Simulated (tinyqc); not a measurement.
Thermal displacements in the Debye model: Debye-Waller factors, bond-length spread and the Lindemann rule: one step, computed by the program tinyqc. Command: `OMP_NUM_THREADS=1 python tinyqc.py 3001807 3001808 out.jsonl debyewaller walk`. One thread of a shared host (Intel(R) Xeon(R) Processor @ 2.30GHz), about 0.01 s of CPU time with the checks.

A Debye spectrum with three branches of one velocity, cut at k_B Theta; 4 atoms per cube, nearest neighbours at d = 0.707107 a.

Task: Mean-square displacement. <u_x^2> = (3 hbar^2/(2 M k_B Theta)) int_0^1 s coth(s Theta/(2T)) ds (64 Gauss-Legendre points); it tends to 3 hbar^2/(4 M k_B Theta) at T = 0 and to 3 hbar^2 T/(M k_B Theta^2) at high T. B = 8 pi^2 <u_x^2>.

Inputs (values chosen for the exercise, modelled on nickel): atomic mass M = 58.69 u; Debye temperature Theta = 435 K; temperature T = 20 K.

Structure: fcc.

Constants: hbar^2/u = 4.18015928e-03 eV angstrom^2; k_B = 8.617333262e-05 eV/K.

Give: <u_x^2>; zero-point value; classical value; B factor.

Result:

<u_x^2> = 0.001445 angstrom^2

zero-point value = 0.001425 angstrom^2

classical value = 2.621e-04 angstrom^2

B factor = 0.1141 angstrom^2

The zero-point value is 98.6 % and the classical value 18.1 % of the full result; the two are limits, not parts that add.
